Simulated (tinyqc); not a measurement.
Critical temperature from a phonon spectrum: McMillan, Allen-Dynes and the linearised Eliashberg equation: one step, computed by the program tinyqc.

alpha^2 F(omega) = sum_i (lambda_i omega_i/2) delta(omega - omega_i), so that lambda = 2 int alpha^2 F/omega d omega = sum_i lambda_i.

Problem. McMillan and Allen-Dynes. McMillan form: k_B T_c = (omega_log/1.2) exp[-1.04 (1 + lambda)/(lambda - mu* (1 + 0.62 lambda))]. Allen-Dynes multiplies it by f1 f2: f1 = [1 + (lambda/L1)^(3/2)]^(1/3), L1 = 2.46 (1 + 3.8 mu*); f2 = 1 + (omega_rms/omega_log - 1) lambda^2/(lambda^2 + L2^2), L2 = 1.82 (1 + 6.3 mu*) omega_rms/omega_log.

Inputs (values chosen for the exercise, for a model metal): Coulomb pseudopotential mu* = 0.08.

Peaks in alpha^2 F: two.

lambda = 0.659

omega_rms = 72.11993 meV

omega_log = 65.40429 meV

Constants: k_B = 8.617333262e-05 eV/K.

Give: T_c, McMillan form; f1; f2; T_c, Allen-Dynes.

Solution.

T_c, McMillan form = 26.882 K

f1 = 1.0301

f2 = 1.0047

T_c, Allen-Dynes = 27.822 K

The two corrections raise T_c by 3.5 %.
